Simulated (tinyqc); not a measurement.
Precursor delivery and alloy composition in metal-organic vapour-phase epitaxy: one step, computed by the program tinyqc. Command: `OMP_NUM_THREADS=1 python tinyqc.py 3021282 3021283 out.jsonl movpe walk`. One thread of a shared host (Intel(R) Xeon(R) Processor @ 2.30GHz), about 0.01 s of CPU time with the checks.

Carrier gas leaves each bubbler saturated. Group-III species cross a boundary layer and react at the surface; element 2 can also desorb. The film is (1)_(1-x) (2)_x V with a zinc-blende cell.

Task: Composition and growth rate. Loss of element 2 is r x with r = prefactor x exp(-energy/(k_B T)). Then x = (g2 - r x)/(g1 + g2 - r x), or r x^2 - (g1 + g2 + r) x + g2 = 0, smaller root; growth rate G = g1/(1 - x) layers/s; one layer is a/2 thick, 1 angstrom/s = 0.36 um/h. Temperatures in kelvin are T(C) + 273.15. Distribution coefficient = [x/(1 - x)]/[x_g/(1 - x_g)], x_g = g2/(g1 + g2).

Inputs (values chosen for the exercise, close to those used for InGaP from TEGa and TMIn):

| quantity | value | unit |
|---|---|---|
| source 1: bath temperature | 23 | C |
| source 2: bath temperature | 22 | C |
| prefactor of the loss of element 2 | 7.9e+15 | layers/s |
| energy of the loss | 3.12 | eV |
| lattice constant a | 5.65 | angstrom |
| growth temperature T | 680 | C |

arrival rates (layers/s): g1 1.056759, g2 0.4689109

Constants: k_B = 8.617333262e-05 eV/K.

Give: loss rate r; solid share x; growth rate G; distribution coefficient.

Result:

loss rate r = 0.2516 layers/s

solid share x = 0.2745

growth rate G = 1.481 um/h

distribution coefficient = 0.8527

14.7 % of element 2 is lost again. Caution: the lattice constant is held fixed as x changes, delta does not respond to the flow, both precursors share one D and k_s, and gas-phase side reactions are left out.
